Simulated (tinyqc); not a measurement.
From results back to parameters: image-charge renormalisation of a gap near a dielectric or metal. Five cases, with inputs chosen for the exercise.

Problem. A small molecule or defect in vacuum at height z above the image plane of a substrate has both its electron and hole levels stabilised by (e^2/4 pi eps0)(es - 1)/((es + 1) 4 z), so its gap shrinks by twice that. The reduced gap is given.

Constants: e^2/(4 pi eps0) = 14.39964547 eV angstrom.

Find: reduction; (es - 1)/(es + 1); z.

Method. z = (e^2/4 pi eps0)(es - 1)/((es + 1) 2 x reduction). Local and hybrid functionals miss this shift, since it is a non-local correlation effect.

Case 1.

Values chosen: E0 = 8.82 eV (quasiparticle gap far from the surface); es = 11.7 (dielectric constant of the substrate (1e4: a metal)).

gap near the surface = 8.03221 eV

Solution.

reduction = 0.7878 eV
(es - 1)/(es + 1) = 0.8425
z = 7.70 angstrom

Case 2.

Values chosen: E0 = 4.71 eV (quasiparticle gap far from the surface); es = 2.3 (dielectric constant of the substrate (1e4: a metal)).

gap near the surface = 4.14274 eV

Solution.

reduction = 0.5673 eV
(es - 1)/(es + 1) = 0.3939
z = 5.00 angstrom

Case 3.

Values chosen: E0 = 3.89 eV (quasiparticle gap far from the surface); es = 11.7 (dielectric constant of the substrate (1e4: a metal)).

gap near the surface = 2.98463 eV

Solution.

reduction = 0.9054 eV
(es - 1)/(es + 1) = 0.8425
z = 6.70 angstrom

Case 4.

Values chosen: E0 = 8.05 eV (quasiparticle gap far from the surface); es = 10000 (dielectric constant of the substrate (1e4: a metal)).

gap near the surface = 7.11515 eV

Solution.

reduction = 0.9349 eV
(es - 1)/(es + 1) = 0.9998
z = 7.70 angstrom

Case 5.

Values chosen: E0 = 2.83 eV (quasiparticle gap far from the surface); es = 10000 (dielectric constant of the substrate (1e4: a metal)).

gap near the surface = 1.07430 eV

Solution.

reduction = 1.7557 eV
(es - 1)/(es + 1) = 0.9998
z = 4.10 angstrom

Computed by tinyqc, one run a case: `OMP_NUM_THREADS=1 python tinyqc.py N N+1 out.jsonl` with N = 1850516, 1850533, 1850560, 1850575, 1850579; one thread of a shared Intel(R) Xeon(R) Processor @ 2.30GHz, about 0.02 s a run at most.
